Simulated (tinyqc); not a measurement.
From results back to parameters: Wannier function of the lower band of a two-orbital chain. Five cases, with inputs chosen for the exercise.

Problem. A band E(k) = H0 + 2 H1 cos(ka) + 2 H2 cos(2ka) is known at k = 0, pi/2a and pi/a. The values come from hidden hoppings; c = hbar^2/2m0.

Constants: hbar^2/2m0 = 3.80998211 eV angstrom^2.
Find: H0, H1, H2; m0/m at k = 0.

Method. H0 = (E0 + 2 E1 + E2)/4, H1 = (E0 - E2)/4, H2 = (E0 - 2 E1 + E2)/8; the curvature at k = 0 gives m0/m = -(H1 + 4 H2) a^2/c.

Case 1.

Values chosen: a = 3.8 angstrom (period).

E (eV): 0 -3.5910, pi/2a -2.4390, pi/a -1.5830

Solution.

H0, H1, H2 (eV): -2.513  -0.502  -0.037

m0/m at k = 0 = 2.464

Case 2.

Values chosen: a = 3.2 angstrom (period).

E (eV): 0 -2.4650, pi/2a -0.5170, pi/a 0.3910

Solution.

H0, H1, H2 (eV): -0.777  -0.714  -0.130

m0/m at k = 0 = 3.317

Case 3.

Values chosen: a = 5.5 angstrom (period).

E (eV): 0 -4.0620, pi/2a -3.0560, pi/a -1.4500

Solution.

H0, H1, H2 (eV): -2.906  -0.653  0.075

m0/m at k = 0 = 2.803

Case 4.

Values chosen: a = 5.3 angstrom (period).

E (eV): 0 -3.5460, pi/2a -2.5240, pi/a -2.5020

Solution.

H0, H1, H2 (eV): -2.774  -0.261  -0.125

m0/m at k = 0 = 5.611

Case 5.

Values chosen: a = 4 angstrom (period).

E (eV): 0 -2.4940, pi/2a -1.5220, pi/a -0.8220

Solution.

H0, H1, H2 (eV): -1.590  -0.418  -0.034

m0/m at k = 0 = 2.327

Computed by tinyqc, one run a case: `OMP_NUM_THREADS=1 python tinyqc.py N N+1 out.jsonl` with N = 1482644, 1482673, 1482699, 1482753, 1482813; one thread of a shared Intel(R) Xeon(R) Processor @ 2.30GHz, about 0.3 s a run at most.
